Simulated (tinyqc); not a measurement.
# Thin-film transistor with exponential tail and deep states, accumulation layer, step by step

Computed by the program tinyqc: `OMP_NUM_THREADS=1 python tinyqc.py 2610060 2610061 out.jsonl`, one thread of a shared Intel Xeon 2.30GHz, about 0.02 s for the whole run. Printed values are rounded.

An undoped film in accumulation, thicker than the space-charge layer. With band bending psi the Fermi level lies E0 - psi below the band edge. Free electrons n = n0 exp(psi/Vt) carry the current; electrons in two exponential distributions of traps, a = a0 exp(psi/Va) and d = d0 exp(psi/Vp), do not. Linear regime, ohmic contacts, traps in equilibrium.

Values chosen for this exercise; values close to those of amorphous indium gallium zinc oxide:
- T = 300 K (temperature)
- eps_r = 10 (relative permittivity of the semiconductor)
- Nc = 5.3e18 cm^-3 (density of extended states)
- mb = 13 cm^2/(V s) (band mobility)
- Nt = 5.1e18 cm^-3 (total density of tail states)
- Tt = 410 K (characteristic temperature of the tail)
- Nd = 1e17 cm^-3 (total density of deep states)
- Td = 2070 K (characteristic temperature of the deep states)
- E0 = 0.69 eV (bulk Fermi level below the band edge)
- Ci = 100 nF/cm^2 (gate capacitance)
- WL = 2 (ratio W/L)
- Vd = 0.05 V (drain voltage)
- Vg = 3.4 V (gate voltage above flat band)

Constants: q = 1.602176634e-19 C, kB = 1.380649e-23 J/K, Vt = kB T/q, eps0 = 8.8541878128e-14 F/cm where lengths are in cm. Results are converted to the units shown.

Range of the model: The Fermi level at the surface comes within 2 Vt of the band edge, where the exponential forms for free and trapped electrons fail. The th form assumes a Fermi level far below the band edge; at the surface it overcounts the filled tail by a factor of about 2.5.

## Bulk densities

Va = kB Tt/q, Vp = kB Td/q; n0 = Nc exp(-E0/Vt), a0 = Nt th(T/Tt) exp(-E0/Va), d0 = Nd th(T/Td) exp(-E0/Vp), th(x) = pi x/sin(pi x).

Va = 0.03533107 V
Vp = 0.1783788 V
th(T/Tt) = 3.079119
n0 = 1.357644e7 cm^-3
a0 = 5.181062e10 cm^-3
d0 = 2.163635e15 cm^-3

## Iteration 1: surface potential by Newton steps

psi at the start = 0.74 V

Va = kB Tt/q, Vp = kB Td/q. G(psi) = sum over the three kinds of c0 [V (exp(psi/V) - 1) - psi], field F = sqrt(2 q G/(eps0 eps_r)); Vg = psi + eps0 eps_r F/Ci at the surface. f = psi + eps0 eps_r F/Ci - Vg, f' = 1 + q rho/(Ci F) with rho = sum c0 (exp(psi/V) - 1); psi(new) = psi - f/f'.

F = 1085.292 kV/cm
f = 6.949383 V
f' = 150.7728
psi after iteration 1 = 0.6939082 V

## Iteration 2: surface potential by Newton steps

As before.

F = 536.7547 kV/cm
f = 2.046435 V
f' = 72.06814
psi after iteration 2 = 0.6655124 V

## Course of the iteration: surface potential by Newton steps

Stop when psi changes by less than 1e-10 V, or after 30 iterations. psi must stay between 0 and 5 V.

Course of the iteration:
```
iteration    psi (V)  |change| (V)
1          0.6939082        0.0461
2          0.6655124        0.0284
3          0.6570217       8.49e-3
4          0.6564167       6.05e-4
5          0.6564139       2.82e-6
6          0.6564139      6.10e-11
```

Converged in 6 iterations. At the end the number of correct digits about doubles with each step.

## Free and total charge, current

psi_s = 0.6564139 V

Va = kB Tt/q, Vp = kB Td/q. G(psi) = sum over the three kinds of c0 [V (exp(psi/V) - 1) - psi], field F = sqrt(2 q G/(eps0 eps_r)); Vg = psi + eps0 eps_r F/Ci at the surface. Total charge Q = Ci (Vg - psi_s); free charge Qf = q times the integral of n0 (exp(psi/Vt) - 1)/F over psi from 0 to psi_s; I = (W/L) mb Qf Vd; effective mobility mb Qf/Q.

surface densities (cm^-3): free 1.445618e18, tail 6.069476e18, deep 8.577065e16
Q = 274.3586 nC/cm^2
Qf = 29.29767 nC/cm^2
effective mobility = 1.388218 cm^2/(V s)
I = 38.08697 nA

10.7 % of the induced charge is free, against 19.0 % of the electrons right at the surface.
